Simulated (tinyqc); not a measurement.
A ladder of methods, and size consistency: correlation methods against full CI in the sto-3g basis, for BeH2, spin multiplicity 1. Computed by the program tinyqc with PySCF. Command: `OMP_NUM_THREADS=1 python tinyqc.py 114515 114516 out.jsonl`; one thread of a shared host (Intel(R) Xeon(R) Processor @ 2.60GHz), about 1 s.

Geometry (angstrom):
```
atom,x,y,z
Be,0.0000,0.0000,0.0000
H,0.0000,1.4220,0.1610
H,0.0000,-1.4220,0.1610
```

RHF energy of one = -15.545653 hartree

All electrons correlated; +Q is the Davidson correction (1 - c0^2) E_corr. The last columns treat two copies 100 angstrom apart as one system. FCI is the lowest singlet.

Correlation energies (hartree):
```
method,E_corr of one,share of FCI (%),E_corr of two at 100 angstrom,two minus twice one (mhartree)
MP2,-0.025909,64.7458,-0.051817,0.0000
CISD,-0.039003,97.4691,-0.075666,2.3404
CISD+Q,-0.040250,100.5844,-0.080065,0.4349
CCSD,-0.039519,98.7585,-0.079038,0.0000
CCSD(T),-0.039781,99.4131,-0.079562,0.0000
FCI,-0.040016,100.0000,-,-
```

MP2 recovers 65 %, CISD 97.5 % and CCSD 98.8 % of the FCI value (c0^2 = 0.968 in CISD). MP2 and coupled cluster are size consistent, so their last column vanishes; CISD loses 2.34 mhartree, since a double excitation on each copy is a quadruple of the pair, and the Davidson correction leaves +0.43.
